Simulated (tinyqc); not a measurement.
What moves the results: standing waves and exposure in a photoresist film. A value that a table varies takes the place of the one given here.

Normal incidence from air. Unexposed resist: N1 = n1 + i k1 with k1 = (A + B) lam/(4 pi), lam in micrometres. r01 = (1 - N1)/(1 + N1), t01 = 2/(1 + N1). Substrate Ns = ns + i ks: r12 = (N1 - Ns)/(N1 + Ns). With p = exp(2 pi i N1 d/lam), the field at depth z is E(z) = t01 [exp(2 pi i N1 z/lam) + r12 p^2 exp(-2 pi i N1 z/lam)]/(1 + r01 r12 p^2), the relative intensity I(z) = n1 |E(z)|^2 and the reflectance R = |(r01 + r12 p^2)/(1 + r01 r12 p^2)|^2.

Values chosen for the exercise (a resist on Al, indices near tabulated ones; not measured data):
- lam = 248 nm (vacuum wavelength)
- n1 = 1.783 (resist index)
- A = 0.08 1/micrometre (bleachable absorption (Dill A))
- B = 0.41 1/micrometre (fixed absorption (Dill B))
- d = 509 nm (resist thickness)
- ns = 0.191 (substrate n)
- ks = 2.941 (substrate k)

## Swing of the coupled dose with resist thickness

The mean of I is taken over 800 depths; the relative dose to clear is taken as 1/(mean of I over the lowest period, 60 depths), scaled to 1 in the first row.

Swing:

| d (nm) | R | mean I | relative dose |
|---|---|---|---|
| 509.0 | 0.3234 | 2.2198 | 1.000 |
| 520.6 | 0.4666 | 1.7234 | 1.312 |
| 532.2 | 0.6387 | 1.1464 | 1.974 |
| 543.8 | 0.6929 | 0.9547 | 2.332 |
| 555.4 | 0.6470 | 1.0751 | 2.036 |
| 567.0 | 0.4747 | 1.5727 | 1.391 |
| 578.5 | 0.2844 | 2.1123 | 1.053 |
| 590.1 | 0.4301 | 1.6590 | 1.363 |
| 601.7 | 0.6098 | 1.1176 | 2.025 |
| 613.3 | 0.6674 | 0.9353 | 2.385 |
| 624.9 | 0.6195 | 1.0506 | 2.092 |
| 636.5 | 0.4418 | 1.5177 | 1.448 |
| 648.1 | 0.2494 | 2.0138 | 1.107 |

The period is 69.5 nm, six rows. The relative dose swings between 1.000 and 2.385, a ratio (max - min)/mean of 0.837, against the estimate 4 sqrt(|r01|^2 |r12|^2) exp(-(A + B) d) = 0.824 for the oscillating part alone; the ratio from the table also holds the slow rise from absorption, 10.7 % over two periods, so the two are not strictly comparable.

## What moves the exposure

The mean of I is over 800 depths. Each row changes one parameter from the base and keeps the others.

Results:

| case | \|r12\|^2 | R | mean I | I at the bottom |
|---|---|---|---|---|
| base | 0.8829 | 0.3234 | 2.2198 | 1.1479 |
| d = 519 nm | 0.8829 | 0.4356 | 1.8278 | 0.9296 |
| n1 = 1.801 | 0.8825 | 0.3532 | 2.1239 | 1.1040 |
| B = 0.61 1/micrometre | 0.8794 | 0.2173 | 1.9285 | 0.9841 |
| ks = 2.647 | 0.8663 | 0.3112 | 2.1974 | 1.3137 |
| ns = 0.21 | 0.8729 | 0.3166 | 2.2030 | 1.1377 |

The largest shifts from the base row, up to three for each result and ties (the steps differ in size, so this ranks the rows, not the parameters). |r12|^2: ks -0.0166, ns -0.0100, B -0.0035; unchanged at the printed digits by d. R: d +0.1122, B -0.1061, n1 +0.0298. mean I: d -0.3921, B -0.2913, n1 -0.0959. I at the bottom: d -0.2183, ks +0.1658, B -0.1638.

Program tinyqc; command `OMP_NUM_THREADS=1 python tinyqc.py 1681757 1681758 out.jsonl`; about 0.01 s on one thread of a shared Intel(R) Xeon(R) Processor @ 2.30GHz.
